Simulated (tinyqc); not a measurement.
# Trap-assisted generation and recombination current of an abrupt junction, step by step

A worked calculation. Computed by tinyqc, a small Python program that keeps every step. Command: `OMP_NUM_THREADS=1 python tinyqc.py 3011540 3011541 out.jsonl junctionleak walk`. One thread of a shared host (Intel(R) Xeon(R) Processor @ 2.30GHz), about 0.01 s of CPU time with the checks. Intermediate numbers are printed to about 7 digits and carried at full precision; extremes and crossings named in words are read from the listed rows.

Depletion approximation, flat quasi-Fermi levels across the depleted layer, long neutral regions with minority lifetimes tau_n and tau_p, full ionisation and Boltzmann statistics. Voltages in exponents stand for e V.

Inputs (values chosen for the exercise, with bands and screening modelled on GaSb):

| quantity | value | unit |
|---|---|---|
| gap E_g | 0.721 | eV |
| electron mass m_e | 0.0394 | m_0 |
| valleys M_c | 1 | - |
| hole mass m_h | 0.387 | m_0 |
| dielectric constant eps | 16.3 | - |
| acceptor density N_A | 4.1e+16 | cm^-3 |
| donor density N_D | 1.1e+17 | cm^-3 |
| capture time tau_n | 3.2e-06 | s |
| capture time tau_p | 1.6e-06 | s |
| trap level E_t - E_i | 0.061 | eV |
| electron diffusion coefficient D_n | 34 | cm^2/s |
| hole diffusion coefficient D_p | 4 | cm^2/s |
| forward bias V | 0.37 | V |
| reverse bias V_r | 0.99 | V |
| temperature T | 300 | K |
| tunnelling mass m_t | 0.29 | m_0 |

Field enhancement: Hurkx tunnelling factor.

Constants: k_B = 8.617333262e-05 eV/K; m_0 = 9.1093837015e-31 kg; k_B = 1.380649e-23 J/K; h = 6.62607015e-34 J s; e = 1.602176634e-19 C; eps_0 = 8.8541878128e-12 F/m; hbar = 1.054571817e-34 J s.

## Built-in voltage and diffusion current

N_c = 2 M_c (2 pi m_e k_B T/h^2)^(3/2) and N_v = 2 (2 pi m_h k_B T/h^2)^(3/2), masses in units of m_0. n_i = sqrt(N_c N_v) exp(-E_g/2 k_B T); V_bi = (k_B T/e) ln(N_A N_D/n_i^2); diffusion saturation current J_d0 = e n_i^2 [sqrt(D_n/tau_n)/N_A + sqrt(D_p/tau_p)/N_D].

k_B T = 0.02585200 eV

n_i = 9.568502e+11 cm^-3

V_bi = 0.5769592 V

J_d0 = 1.377067e-08 A/cm^2

Caution: one side is doped near or above its effective density of states, so Boltzmann statistics understate V_bi.

## Depleted layer under reverse bias

W = sqrt(2 eps eps_0 (V_bi - V)(1/N_A + 1/N_D)/e), x_p = W N_D/(N_A + N_D), x_n = W - x_p, peak field F_m = 2 (V_bi - V)/W; reverse bias means V = -V_r.

W = 307.4376 nm

x_p = 223.9612 nm

x_n = 83.47644 nm

peak field F_m = 101936.7 V/cm

## Field enhancement at the peak field

Both capture times are divided by 1 + Gamma, Gamma = 2 sqrt(3 pi) (F/F_G) exp((F/F_G)^2), F_G = sqrt(24 m_t (k_B T)^3)/(e hbar) (the low-field Hurkx form), F being the local field, linear in x from 0 at the edges to F_m.

F_G = 397255.0 V/cm

Gamma at F_m = 1.682763

## Generation across the layer

Potential from the p edge: phi = (V_bi - V) x^2/(x_p W) on the p side and (V_bi - V)[1 - (W - x)^2/(x_n W)] on the n side; p = N_A exp(-phi/k_B T), n = n_i^2 exp(V/k_B T)/p; U = (n p - n_i^2)/[tau_p (n + n_i exp(dE/k_B T)) + tau_n (p + n_i exp(-dE/k_B T))], dE = E_t - E_i, n1 = n_i exp(dE/k_B T), p1 = n_i exp(-dE/k_B T); J_t = e int U dx by the trapezoid rule on 400 intervals on each side.

Profile under reverse bias:

| x (nm) | F (V/cm) | n (cm^-3) | p (cm^-3) | generation -U (cm^-3 s^-1) |
|---|---|---|---|---|
| 11.1981 | 5096.8 | 5.828766e-10 | 3.671498e+16 | 8.405633e+12 |
| 33.5942 | 15290.5 | 1.409618e-09 | 1.518163e+16 | 2.329858e+13 |
| 67.1884 | 30581.0 | 2.776503e-08 | 7.707644e+14 | 5.440654e+14 |
| 111.9806 | 50968.4 | 3.248611e-05 | 6.587524e+11 | 8.862111e+16 |
| 156.7728 | 71355.7 | 1.300160e+00 | 1.645974e+07 | 1.187145e+17 |
| 201.5651 | 91743.1 | 1.779901e+06 | 1.202331e+01 | 1.385072e+17 |
| 223.9612 | 101936.7 | 7.832179e+09 | 2.732356e-03 | 1.487784e+17 |
| 248.7954 | 71610.5 | 3.266268e+13 | 6.551913e-07 | 2.854084e+16 |
| 282.1860 | 30835.9 | 2.439781e+16 | 8.771403e-10 | 3.468504e+13 |
| 303.0551 | 5351.7 | 1.051217e+17 | 2.035764e-10 | 5.893228e+12 |

## Reverse current

Generation lifetime tau_g = tau_p exp(dE/k_B T) + tau_n exp(-dE/k_B T); textbook estimate e n_i W/tau_g; generation current J_g = -J_t; total = J_g + J_d0 (1 - exp(-V_r/k_B T)).

generation current = 2.854782e-07 A/cm^2

tau_g = 1.724077e-05 s

estimate e n_i W/tau_g = 2.733725e-07 A/cm^2

total reverse current = 2.992489e-07 A/cm^2

The integral is 1.04 times the estimate, through the field enhancement. Generation carries 95.4 % of the reverse current.

## Forward current and ideality

Total J = J_t + J_d0 (exp(V/k_B T) - 1); ideality n = (e/k_B T) dV/d ln J, central difference of 1 mV.

recombination current in the layer = 1.816277e-04 A/cm^2

total forward current = 0.02281145 A/cm^2

ideality factor = 1.003565

## Which current rules in forward bias

J_d = J_d0 (exp(V/k_B T) - 1). Ideality n = (e/k_B T) dV/d ln J, central difference of 1 mV. The rows stop just below the bias where n = 0.1 p or tau_p n = 0.1 tau_n p at the p edge, or the like at the n edge.

Forward characteristic:

| V (V) | J_t (A/cm^2) | J_d (A/cm^2) | ideality of J_t | ideality of the sum |
|---|---|---|---|---|
| 0.10 | 5.288393e-07 | 6.452227e-07 | 1.528767 | 1.168308 |
| 0.15 | 1.723467e-06 | 4.544961e-06 | 1.728781 | 1.128296 |
| 0.21 | 6.296531e-06 | 4.641634e-05 | 1.835408 | 1.057205 |
| 0.26 | 1.791940e-05 | 3.211768e-04 | 1.855770 | 1.024936 |
| 0.32 | 6.284757e-05 | 3.271271e-03 | 1.837969 | 1.008665 |
| 0.38 | 2.251116e-04 | 3.331761e-02 | 1.798737 | 1.002989 |
| 0.43 | 6.653826e-04 | 2.304820e-01 | 1.775888 | 1.001259 |
| 0.49 | 2.399960e-03 | 2.347430e+00 | 1.904779 | 1.000485 |

Diffusion rules over the whole range. The ideality of J_t alone lies between 1.53 and 1.90.

## Leakage against temperature

The gap, capture times and diffusion coefficients are held fixed. J_g = -J_t at V = -V_r. The last column is -k_B d ln(J_g + J_d0)/d(1/T) from this row and the one above.

Reverse current:

| T (K) | generation (A/cm^2) | diffusion (A/cm^2) | activation energy (eV) |
|---|---|---|---|
| 240 | 4.368737e-09 | 6.609342e-12 | - |
| 270 | 4.414857e-08 | 4.527673e-10 | 0.4321628 |
| 300 | 2.854782e-07 | 1.377067e-08 | 0.4428863 |
| 340 | 2.099617e-06 | 5.333356e-07 | 0.4778478 |
| 380 | 1.032328e-05 | 9.928712e-06 | 0.5678543 |
| 420 | 3.803749e-05 | 1.091407e-04 | 0.6819525 |
| 480 | 1.834067e-04 | 1.965237e-03 | 0.7762482 |

The activation energy goes from 0.432 to 0.776 eV. Generation alone gives about E_g/2 + dE if tau_p exp(dE/k_B T) exceeds tau_n exp(-dE/k_B T), else E_g/2 - dE, here 0.421 eV, plus 1.5 k_B T, less where tunnelling helps, and diffusion E_g = 0.721 eV plus 3 k_B T; diffusion takes over by 420 K.

Checks made by the program: the integral with twice the points (relative difference 7e-07); the forward integral with twice the points (relative difference 3e-06).
